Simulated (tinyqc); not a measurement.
Formation energy of a charged point defect from supercell energies: one step, computed by the program tinyqc. Command: `OMP_NUM_THREADS=1 python tinyqc.py 3011042 3011043 out.jsonl formation walk`. One thread of a shared host (Intel(R) Xeon(R) Processor @ 2.30GHz), about 0.01 s of CPU time with the checks.

The host is a compound AB. Making the defect adds n_A = -1, n_B = 0, n_X = 1 atoms to the cell. All total energies are inputs. E_F is counted from the valence-band maximum (VBM); x = 0 is A-rich and x = 1 B-rich growth.

Task: Concentrations at the given E_F and T. E_f(q, E_F) = E_f(q, 0) + q E_F. c_q = N_s exp(-E_f(q, E_F)/k_B T), with all degeneracy factors one and no vibrational entropy.

Inputs (values chosen for the exercise, for a model compound AB): gap E_g = 2.11 eV; dielectric constant eps = 10.6; cell length L = 11.4 angstrom; Fermi level E_F = 1.59 eV; temperature T = 1200 K; site density N_s = 4.4e+22 cm^-3.

Defect: impurity X on an A site. Supercell lattice: bcc.

charge states q: [1, 0, -1, -2]

E_f(q, 0) (eV): (q=+1) 2.729099, (q=0) 3.715000, (q=-1) 5.272099, (q=-2) 7.135395

Constants: k_B = 8.617333262e-05 eV/K.

Give: Charge states; lowest formation energy; total concentration; mean charge.

Result:

Charge states:
```
q   E_f (eV)  c_q (cm^-3)      share
+1     4.319    3.192e+04  1.173e-03
0      3.715    1.099e+07  4.040e-01
-1     3.682    1.511e+07  5.553e-01
-2     3.955    1.075e+06  3.951e-02
```

lowest formation energy = 3.682 eV

total concentration = 2.721e+07 cm^-3

mean charge = -0.6332 e

State -1 holds 55.5 % of the defects. Caution: the largest image-charge correction in these energies, q^2 alpha e^2/(8 pi eps_0 eps L) with alpha = 2.888462, exceeds a quarter of the gap; the point-charge term alone is then a rough estimate, usually too large for a charge that is spread out.
